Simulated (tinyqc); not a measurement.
Worked calculation: two-mode optical phonons of a ternary alloy from two coupled oscillators. Computed by tinyqc, a small Python program that keeps every step. Command: `OMP_NUM_THREADS=1 python tinyqc.py 3010738 3010739 out.jsonl twomode walk`. One thread of a shared host (Intel(R) Xeon(R) Processor @ 2.30GHz), about 0.01 s of CPU time with the checks. Intermediate numbers are printed to about 5 digits and carried at full precision; extremes and crossings named in words are read from the listed rows.

An alloy A(x)B(1-x)C has an A-C and a B-C bond oscillator. Each TO frequency moves linearly from the impurity mode (dilute end) to the TO of the pure crystal; each strength is proportional to the number of bonds.

Inputs (values chosen for the exercise, for a model alloy):
```
quantity                  value  unit
omega_TO of pure AC         769  1/cm
omega_LO of pure AC         955  1/cm
omega_TO of pure BC         416  1/cm
omega_LO of pure BC         484  1/cm
eps_inf of AC              11.3     -
eps_inf of BC              11.3     -
impurity mode of A in BC    735  1/cm
impurity mode of B in AC    419  1/cm
fraction x of A            0.77     -
damping gamma               3.9  1/cm
electron mass m*           0.15   m_0
```

Constants: e^2/(4 pi eps_0) = 14.39964548 eV angstrom; hbar^2/(2 m_0) = 3.80998212 eV angstrom^2; 1 THz = 33.35640952 1/cm; h x 1 THz = 4.135667696 meV.

## The two oscillators

omega_1 = (impurity mode of A) + x (omega_TO,AC - impurity mode of A); omega_2 = (impurity mode of B) + (1 - x)(omega_TO,BC - impurity mode of B); eps_inf = x eps_AC + (1 - x) eps_BC; strengths W_1 = x eps_AC (omega_LO,AC^2 - omega_TO,AC^2), W_2 = (1 - x) eps_BC (omega_LO,BC^2 - omega_TO,BC^2).

omega_1 (A-C, TO) = 761.18 1/cm

omega_2 (B-C, TO) = 418.31 1/cm

eps_inf = 11.3

W_1 = 2.7901e+06 1/cm^2

W_2 = 1.5906e+05 1/cm^2

## LO modes, coupled by the field

eps(omega) = eps_inf + W_1/(omega_1^2 - omega^2) + W_2/(omega_2^2 - omega^2) = 0 is the eigenproblem of the matrix [[omega_1^2 + W_1/eps_inf, sqrt(W_1 W_2)/eps_inf], [sqrt(W_1 W_2)/eps_inf, omega_2^2 + W_2/eps_inf]] for omega_LO^2. Uncoupled values keep the diagonal alone. eps_s = eps_inf + W_1/omega_1^2 + W_2/omega_2^2.

matrix (1/cm^2):
```
            1           2
1  8.2631e+05  5.8954e+04
2  5.8954e+04  1.8906e+05
```

lower LO mode = 428.55 1/cm

upper LO mode = 911.98 1/cm

uncoupled values (1/cm): 434.81  909.01

eps_s = 17.025

The field pushes the upper mode up by 2.97 and the lower one down by 6.26 per cm; the lower LO stays between the two TO modes.

## Share of the polar coupling

The polar coupling of mode j is c_j = (u_j . sqrt(W))^2/(eps_inf^2 omega_j^2), u_j its eigenvector and omega_j here its LO frequency; the c_j add up to 1/eps_inf - 1/eps_s. Froehlich constant alpha_j = (e^2/(4 pi eps_0)) c_j k_j/(2 E_j), E_j = h c omega_j, k_j = sqrt(m* E_j/(hbar^2/(2 m_0))).

c_j, lower and upper mode: 0.0025506  0.027206

share of the upper mode = 0.91429

alpha_j, lower and upper mode: 0.015808  0.11558

The upper mode holds 91 % of the coupling, against 84 % of the ionic part of eps_s for the upper oscillator: the field moves strength to the higher mode.

## Reflectivity

With damping, each denominator is omega_j^2 - omega^2 - i gamma omega; R = |(sqrt(eps) - 1)/(sqrt(eps) + 1)|^2.

Spectrum:
```
omega (1/cm)     Re eps    Im eps          R
393              25.569   0.59865    0.44868
418              33.329    95.191    0.72290
423             -16.046    14.375    0.74355
429              1.3759    3.1665    0.17791
437              8.6447    1.0804    0.24482
716              52.562    1.7500    0.57406
761              96.961    932.15    0.90753
837             -12.011   0.62171    0.97284
912           0.0035137   0.15712    0.34239
930              1.2985   0.12534  0.0049840
1000             4.4742  0.062415    0.12819
```

## Modes across the composition range

The formulas are those given above.

Frequencies (1/cm):
```
x     TO, A-C  TO, B-C  lower LO  upper LO  coupling share of the upper LO   eps_s
0.02   735.68   416.06    481.52    740.85                         0.06248  15.349
0.10   738.40   416.30    472.65    763.08                         0.26508  15.556
0.20   741.80   416.60    463.31    788.83                         0.44682  15.805
0.35   746.90   417.05    451.81    824.42                         0.63398  16.158
0.50   752.00   417.50    442.33    857.37                         0.76225  16.488
0.65   757.10   417.95    434.25    888.35                         0.85580  16.795
0.80   762.20   418.40    427.21    917.75                         0.92719  17.080
0.90   765.60   418.70    422.96    936.63                         0.96618  17.258
0.98   768.32   418.94    419.77    951.36                         0.99360  17.394
```

The upper LO moves from 740.8 to 951.4 and the lower from 481.5 to 419.8 per cm. At each dilute end one LO-TO pair closes onto an impurity mode. The upper LO shifts by +2.13 per cm for each per cent of x near the middle, which is how Raman spectra measure composition. Its share of the polar coupling passes one half between x = 0.2 and 0.35.

Checks made by the program: generalised Lyddane-Sachs-Teller relation (relative difference below 1e-10); sum of the couplings (relative difference below 1e-10).
